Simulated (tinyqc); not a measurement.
The first four gaps: longitudinal sound in a periodic multilayer: transfer matrices, stop bands and folded phonons. Computed by tinyqc, a small Python program. Command: `OMP_NUM_THREADS=1 python tinyqc.py 3013990 3013991 out.jsonl multilayer walk`. One thread of a shared host (Intel(R) Xeon(R) Processor @ 2.30GHz), about 0.01 s of CPU time with the checks.

Layers 1 and 2 repeat with period d = d_1 + d_2; waves travel normal to the layers, without loss. State vector (u, s): displacement u and stress divided by omega. Impedances Z = rho v are in 1e6 kg/(m^2 s).

Inputs (values chosen for the exercise, modelled on gallium nitride (layer 1), aluminium nitride (layer 2) and silica (substrate)):

| quantity | value | unit |
|---|---|---|
| density rho_1 | 6.26 | g/cm^3 |
| velocity v_1 | 8170 | m/s |
| thickness d_1 | 354 | nm |
| density rho_2 | 3.23 | g/cm^3 |
| velocity v_2 | 11100 | m/s |
| thickness d_2 | 486 | nm |
| substrate density | 2.18 | g/cm^3 |
| substrate velocity | 6090 | m/s |

Method:
- Z = rho v; interface reflection r = (Z_2 - Z_1)/(Z_2 + Z_1) (stress amplitude, from 1 into 2); Bragg frequency f_B = 1/[2 (d_1/v_1 + d_2/v_2)]; long-wave velocity v_eff = d/sqrt[(d_1/v_1)^2 + (d_2/v_2)^2 + (Z_1/Z_2 + Z_2/Z_1)(d_1/v_1)(d_2/v_2)].
- A layer maps (u, s) by [[cos p, sin p/Z], [-Z sin p, cos p]], p = 2 pi f d_i/v_i; one period is M = M_2 M_1, and cos(q d) = trace(M)/2.
- Gap m contains m f_B; its edges, where trace(M)/2 = (-1)^m, are found by root search. Weak-contrast estimate of the width: (4 f_B/pi) |r sin(m pi a)|, a = (d_1/v_1)/(d_1/v_1 + d_2/v_2).

Bragg frequency f_B = 5.73967 GHz

Z_1 = 51.1442

Z_2 = 35.853

interface reflection r = -0.175767

Stop bands (GHz):

| m | lower edge | upper edge | width | weak-contrast estimate |
|---|---|---|---|---|
| 1 | 5.094 | 6.385 | 1.2912 | 1.2845 |
| 2 | 11.469 | 11.490 | 0.0211 | 0.0211 |
| 3 | 16.574 | 17.864 | 1.2908 | 1.2841 |
| 4 | 22.938 | 22.980 | 0.0421 | 0.0421 |

With a = 0.497, gap 1 is the widest and gap 2 the narrowest: the layers are near a quarter wave each at f_B, so the even gaps almost close. The weak-contrast estimate misses the first width by -0.5 % at |r| = 0.18. Odd gaps open at the edge of the folded zone (q = pi/d), even ones at its centre.
